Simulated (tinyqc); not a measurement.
Front-illuminated p-i-n photodiode, quantum efficiency and bandwidth: two steps of the calculation.

Light enters through a p layer (0 to xp), a depleted layer (xp to xp + wi) and a thick n substrate, decaying as exp(-al x); one pass, no back reflection. Carriers made in the depleted layer are all collected; those in the neutral layers diffuse.

Values chosen for this exercise; values close to those of silicon at this wavelength: wavelength lam = 850 nm; absorption coefficient al = 522 1/cm; reflectance of the front face Rf = 0.3; relative permittivity eps_r = 12; thickness of the front p layer xp = 0.3 um; thickness of the depleted layer wi = 19 um; electron diffusion coefficient in the p layer Dn = 11 cm^2/s; electron diffusion length in the p layer Ln = 6.5 um; recombination velocity of the front surface S = 800 cm/s; hole diffusion length in the thick n substrate Lp = 46 um; electron drift velocity ve = 1.03e7 cm/s; hole drift velocity vh = 6.97e6 cm/s; diameter dia = 45 um; load resistance RL = 50 ohm; parasitic capacitance Cp = 90 fF; modulation frequency f = 2.9 GHz.

Constants: q = 1.602176634e-19 C, h = 6.62607015e-34 J s, c = 299792458 m/s, eps0 = 8.8541878128e-14 F/cm where lengths are in cm. Results are converted to the units shown.

Problem 1. Quantum efficiency. k = al Ln, s = S Ln/Dn, e = exp(-al xp); front layer f1 = (k/(k^2 - 1)) {[s + k - e (s cosh(xp/Ln) + sinh(xp/Ln))]/[s sinh(xp/Ln) + cosh(xp/Ln)] - k e}; depleted layer f2 = e (1 - exp(-al wi)); substrate f3 = e exp(-al wi) al Lp/(1 + al Lp); external efficiency (1 - Rf)(f1 + f2 + f3); responsivity = efficiency q lam/(h c).

Wanted: s; f1; f2; f3; external efficiency; responsivity.

Solution 1.

s = 0.04727
f1 = 0.01551
f2 = 0.6193
f3 = 0.2578
external efficiency = 0.6248
responsivity = 0.4284 A/W

The front layer absorbs 1.55 % of the light that enters and collects 99.8 % of that. Diffusion from the neutral layers makes up 30.6 % of the current.

Problem 2. Response at one frequency. Drift response for pairs made in the depleted layer, a = al wi, g = 1 - exp(-a), u = 2 pi i f, te = wi/ve, th = wi/vh: electrons He = [g - a (exp(-a) - exp(-u te))/(u te - a)]/(u te g), holes Hh = [g - a (1 - exp(-a - u th))/(a + u th)]/(u th g); C = eps0 eps_r pi (dia/2)^2/wi + Cp; total |He + Hh|/sqrt(1 + (2 pi f RL C)^2), for the current of the depleted layer alone.

Wanted: te; th; He; Hh; |He + Hh|; C; total response.

Solution 2.

te = 184.47 ps
th = 272.60 ps
He = 0.16465-0.37650i
Hh = 0.06011-0.21226i
|He + Hh| = 0.63020
C = 98.894 fF
total response = 0.62766

The drift response alone falls to 1/sqrt(2) at 2.50 GHz and the RC term alone at 32.2 GHz; together they give 2.49 GHz.

Computed by the program tinyqc: `OMP_NUM_THREADS=1 python tinyqc.py 2250016 2250017 out.jsonl`, one thread of a shared Intel Xeon 2.30GHz, about 0.01 s for the whole run.
